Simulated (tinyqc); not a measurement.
# Q-state Potts model on a small periodic square lattice: enumeration, Metropolis, heat-bath and Wolff steps, step by step

A worked calculation. Computed by tinyqc, a small Python program that keeps every step. Command: `OMP_NUM_THREADS=1 python tinyqc.py 3110631 3110632 out.jsonl potts walk`. One thread of a shared host (Intel(R) Xeon(R) Processor @ 2.30GHz), about 0.1 s of CPU time with the checks. Intermediate numbers are printed to about 5 digits and carried at full precision; extremes and crossings named in words are read from the listed rows.

E = -J x (number of nearest-neighbour bonds with equal states); n x n sites with periodic edges have 2 n^2 bonds. Order parameter m = (q f - 1)/(q - 1), f being the largest share of one state. Sites are numbered row by row from 0. Here q = 2 and n = 4.

Inputs (values chosen for the exercise, for a model of domains or grain orientations):
```
quantity,value,unit
number of states q,2,-
edge n,4,-
coupling J,43,meV
temperature T,519,K
seed,250630,-
```

Update: heat bath.

Constants: k_B = 8.617333262e-05 eV/K.

## Scales

K = J/(k_B T); the infinite square lattice orders at K_c = ln(1 + sqrt(q)); Wolff bond probability p = 1 - exp(-K).

K = 0.96145

K_c = 0.88137

T_c of the infinite lattice = 566.16 K

p = 0.61766

## Density of states

All q^(n^2) states are counted by their number b of equal bonds; weights g(b) exp(K b), K = J/(k_B T). Per site: u = -J <b>/n^2, c/k_B = K^2 (<b^2> - <b>^2)/n^2.

States by number of equal bonds:
```
b,g(b),probability
0,2,2.6495e-14
4,32,1.9838e-11
6,64,2.7142e-10
8,424,1.2301e-08
10,1728,3.4294e-07
12,6688,9.0798e-06
14,13568,1.2601e-04
16,20524,1.3039e-03
18,13568,5.8968e-03
20,6688,1.9884e-02
22,1728,3.5145e-02
24,424,5.8992e-02
26,64,6.0914e-02
28,32,2.0835e-01
32,2,6.0938e-01
```

The most probable level has b = 32 of 32 bonds.

## Exact averages

ln Z = ln sum g(b) exp(K b); entropy per site s/k_B = (ln Z - K <b>)/n^2.

<b> = 29.633

energy u = -79.639 meV/site

heat capacity c = 0.67091 k_B/site

entropy s = 0.21650 k_B/site

## Order parameter

The same sums with m: <m> and the Binder ratio U = 1 - <m^4>/(3 <m^2>^2).

<m> = 0.89936

Binder ratio U = 0.63817

## Eight single-site steps

start states:
```
,1,2,3,4
1,1,1,0,1
2,0,1,0,1
3,0,1,1,1
4,1,0,1,0
```

random numbers, one row a step:
```
,1,2,3
1,0.2046,0.0286,0.4899
2,0.2515,0.8708,0.0120
3,0.2847,0.0255,0.9515
4,0.5560,0.6559,0.0363
5,0.7052,0.5443,0.3284
6,0.7173,0.0719,0.2619
7,0.5403,0.6018,0.3488
8,0.1068,0.4250,0.1719
```

Site = floor(r1 n^2). State c is drawn with probability exp(K k_c)/sum exp(K k), k_c the number of neighbours in state c: the first c whose cumulative probability reaches r2; r3 is not used.

Steps:
```
site,old,neighbours in each state,P(old),P(new),new
3,1,2 2,0.50000,0.50000,0
4,0,1 3,0.12754,0.87246,1
4,1,1 3,0.87246,0.12754,0
8,0,1 3,0.12754,0.87246,1
11,1,1 3,0.87246,0.87246,1
11,1,1 3,0.87246,0.12754,0
8,1,2 2,0.50000,0.50000,1
1,1,2 2,0.50000,0.50000,0
```

states afterwards:
```
,1,2,3,4
1,1,0,0,0
2,0,1,0,1
3,1,1,1,0
4,1,0,1,0
```

## A longer run and its error bar

After 400 updates are discarded, b is recorded for 4000 sweeps of n^2 steps of the update named (random numbers not printed, so these rows are one sample). Records are averaged in blocks; the error is the scatter of block means over sqrt(number of blocks), and the last column its square over that for single records.

Blocking:
```
block length,mean b,error,variance ratio
1,29.6365,0.05402,1.0000
4,29.6365,0.08665,2.5725
16,29.6365,0.11690,4.6824
40,29.6365,0.12776,5.5929
100,29.6365,0.10323,3.6516
```

The run gives 29.637 +/- 0.128 (blocks of 40) against the exact 29.633, a difference of 0.0 error bars. Single records understate the error by a factor of about 2.4, because successive records are correlated.

## Across the transition

m and U = 1 - <m^4>/(3 <m^2>^2) from the same sums; K = K_c T_c/T.

Exact values for this lattice:
```
T/T_c,share of equal bonds,c (k_B/site),<m>,U
0.50,0.99810,0.04973,0.99802,0.66635
0.70,0.98261,0.25772,0.97999,0.66252
0.85,0.94907,0.54283,0.93412,0.64967
0.95,0.91285,0.72417,0.87863,0.63071
1.00,0.89141,0.78327,0.84386,0.61720
1.10,0.84557,0.81299,0.76609,0.58221
1.25,0.78070,0.68950,0.65005,0.51527
1.50,0.70351,0.41203,0.50624,0.39852
2.00,0.62999,0.15995,0.37045,0.24374
3.00,0.57836,0.05267,0.28601,0.13484
```

c is largest, 0.81 k_B, at T/T_c = 1.1: on so small a lattice the transition is a broad bump. At T_c the infinite lattice has a share (1 + 1/sqrt(q))/2 = 0.854 of equal bonds, against 0.891 here. <m> stays at 0.29 at 3 T_c, since the largest share among 16 sites always exceeds 1/q on average.

Checks made by the program: number of states (relative difference below 1e-10).
